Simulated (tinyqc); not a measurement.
Four-point probe, van der Pauw, Hall and spreading-resistance readings of a semiconductor layer. Inputs raised by 5 %, one at a time. Computed by tinyqc, a small Python program. Command: `OMP_NUM_THREADS=1 python tinyqc.py 3110046 3110047 out.jsonl probe sens`. One thread of a shared host (Intel(R) Xeon(R) Processor @ 2.30GHz), about 0.01 s of CPU time with the checks.

The layer is uniform and ohmic; contacts are points unless a radius is given.

Inputs (values chosen for the exercise, modelled on p-type silicon): carrier density n = 1.2e+18 1/cm^3; drift mobility mu = 84.6 cm^2/(V s); layer thickness t = 2500 micrometre; probe spacing s = 1 mm; current I = 3 mA; magnetic field B = 0.53 T; Hall factor r_H = 0.81.

Backing of the layer: insulating.

Constants: e = 1.602176634e-19 C.

Method:
- rho = 1/(e n mu); R_s = rho/t.
- Collinear probes with equal spacing on a layer with insulating backing: images at depth 2 m t give V = (rho I/(2 pi s)) G, G = 1 + 4 sum_(m>=1) [1/sqrt(1 + (2 m u)^2) - 1/sqrt(4 + (2 m u)^2)], u = t/s; the sum runs to m = 20000, with the tail 3/(32 u^3 M^2) added to the sum for M = 20000.
- Limits: thick, rho = 2 pi s V/I; thin on an insulator, rho = (pi/ln 2) t V/I.
- V_H = r_H I B/(e n t); apparent density n/r_H; Hall mobility r_H mu; Hall angle tan = r_H mu B (SI).

Runs; columns: (1) input moved; (2) from; (3) to; (4) voltage V (mV); (5) sheet resistance R_s (ohm/square); (6) rho by the thin formula (ohm cm); (7) Hall voltage (mV):
```
(1)                                 (2)       (3)     (4)     (5)     (6)       (7)
base run                              -         -  0.3086  0.2459  0.1165  0.002679
carrier density n (1/cm^3)      1.2e+18  1.26e+18  0.2939  0.2342  0.1110  0.002552
drift mobility mu (cm^2/(V s))     84.6     88.83  0.2939  0.2342  0.1110  0.002679
layer thickness t (micrometre)     2500      2625  0.3067  0.2342  0.1216  0.002552
probe spacing s (mm)                  1      1.05  0.2959  0.2459  0.1118  0.002679
current I (mA)                        3      3.15  0.3240  0.2459  0.1165  0.002813
magnetic field B (T)               0.53    0.5565  0.3086  0.2459  0.1165  0.002813
```

Exponents ln(y'/y) / ln(x'/x):
```
input              voltage V  sheet resistance R_s  rho by the thin formula  Hall voltage
carrier density n     -1.000                    -1                   -1.000            -1
drift mobility mu     -1.000                    -1                   -1.000             0
layer thickness t     -0.127                    -1                    0.873            -1
probe spacing s       -0.857                     0                   -0.857             0
current I              1.000                     0                    0.000             1
magnetic field B       0.000                     0                    0.000             1
```

To which inputs is each result most sensitive?

Among the inputs moved here: voltage V answers most in size to carrier density n (exponent -1.000), and about equally to drift mobility mu (-1.000), current I (+1.000); its exponent is below 0.0005 for magnetic field B. sheet resistance R_s answers most in size to carrier density n (exponent -1.000), and about equally to drift mobility mu (-1.000), layer thickness t (-1.000); its exponent is below 0.0005 for probe spacing s, current I, magnetic field B. rho by the thin formula answers most in size to carrier density n (exponent -1.000), and about equally to drift mobility mu (-1.000); its exponent is below 0.0005 for current I, magnetic field B. Hall voltage answers most in size to carrier density n (exponent -1.000), and about equally to layer thickness t (-1.000), magnetic field B (+1.000), current I (+1.000); its exponent is below 0.0005 for drift mobility mu, probe spacing s.
